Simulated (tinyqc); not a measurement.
Bandgap voltage reference from two bipolar transistors: two steps of the calculation.

Two transistors of area 1 and N carry the same current I. Is(T) = Is (T/T0)^eta exp[(Vg0 q/kB)(1/T0 - 1/T)], VBE1 = Vt ln(I/Is(T)) + I rb, VBE2 = Vt ln(I/(N Is(T))) + I rb/N. The amplifier forces I R1(T) = VBE1 - VBE2 + Vos, with R(T) = R (1 + tc (T - T0)) for both resistors, and the output is Vref = VBE1 + I R2(T). Base currents and the Early effect are neglected.

Inputs (values chosen for the exercise); values of the order met in silicon bipolar transistors:
```
symbol,value,unit,meaning
T0,300,K,reference temperature
Vg0,1.189,V,band-gap voltage extrapolated to 0 K
eta,3,,temperature exponent of the saturation current
Is,4.4e-18,A,saturation current of the unit transistor at T0
N,15,,area ratio of the second transistor
R1,2.9,kohm,"resistor across which the difference of VBE falls, at T0"
tc,0,ppm/K,temperature coefficient of both resistors
Vos,0,mV,offset of the amplifier
rb,20,ohm,series resistance of the unit transistor
R2,21.02,kohm,output resistor at T0
T,333,K,temperature
```

Constants: q = 1.602176634e-19 C, kB = 1.380649e-23 J/K. Results are converted to the units shown.

Task 1. Operating point at the reference temperature. Vt = kB T/q; I = (Vt ln N + Vos)/(R1(T) - rb (1 - 1/N)). Evaluate at T = T0.

Find: Vt; I; Is(T); VBE1; I R2; Vref.

Result 1.

Vt = 0.02585 V
I = 24.30 uA
Is(T) = 4.400e-18 A
VBE1 = 0.7590 V
I R2 = 0.5107 V
Vref = 1.270 V

Task 2. Operating point at another temperature. 

Give: Vt; I; Is(T); VBE1; I R2; Vref.

Result 2.

Vt = 0.02870 V
I = 26.97 uA
Is(T) = 5.739e-16 A
VBE1 = 0.7057 V
I R2 = 0.5669 V
Vref = 1.273 V

From T0 to T, VBE1 changes by -53.3 mV and I R2 by 56.2 mV, which leaves 2.89 mV in Vref.

Computed by the program tinyqc: `OMP_NUM_THREADS=1 python tinyqc.py 2062174 2062175 out.jsonl`, one thread of a shared Intel Xeon 2.30GHz, about 0.02 s for the whole run.
